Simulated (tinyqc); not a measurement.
Voltage drop against the factor on the load at the hot node.

A grid of 25 by 25 nodes with segments Rx (rows) and Ry (columns); every node draws I1 and the central node kh I1; pads with resistance Rp sit at the nodes whose row and column are multiples of the pitch, counting from 0. The drops u = Vdd - V follow from G u = i, with G the conductance matrix and i the load currents, solved directly. Here the pitch is 12.

Parameters, values chosen for the exercise: supply voltage Vdd = 0.8 V; resistance of a horizontal segment Rx = 0.13 ohm; resistance of a vertical segment Ry = 0.21 ohm; resistance from a pad node to the supply Rp = 0.034 ohm; load current of a node in the large grid I1 = 0.62 mA.

Result of one run:
```
kh  pads  worst drop (mV)  mean drop (mV)  largest drop at a pad (mV)  largest pad current (mA)  worst drop over Vdd (%)
20     9           8.0249          6.9585                      2.7022                    79.476                   1.0031
```

What becomes of these results when the factor on the load at the hot node kh is changed from 20 to 50, all else the same?

Result of the changed run:
```
kh  pads  worst drop (mV)  mean drop (mV)  largest drop at a pad (mV)  largest pad current (mA)  worst drop over Vdd (%)
50     9           8.1669          7.0730                      3.2018                    94.170                   1.0209
```

The whole series:
```
kh   pads  worst drop (mV)  mean drop (mV)  largest drop at a pad (mV)  largest pad current (mA)  worst drop over Vdd (%)
1       9           7.9350          6.8859                      2.3858                    70.170                  0.99188
2       9           7.9398          6.8898                      2.4024                    70.660                  0.99247
5       9           7.9539          6.9012                      2.4524                    72.129                  0.99424
10      9           7.9776          6.9203                      2.5357                    74.578                  0.99720
20      9           8.0249          6.9585                      2.7022                    79.476                   1.0031
50      9           8.1669          7.0730                      3.2018                    94.170                   1.0209
100     9           8.4075          7.2638                      4.0344                    118.66                   1.0509
```

The worst drop rises from 7.94 to 8.41 mV and the mean drop rises from 6.89 to 7.26 mV. The central node is itself a pad. The drops are linear in the loads, so the mean grows by 0.00382 mV for each unit of kh in every row.

Numbers from tinyqc (`OMP_NUM_THREADS=1 python tinyqc.py 2770179 2770180 out.jsonl`; about 0.2 s on one thread of a shared Intel Xeon 2.30GHz).
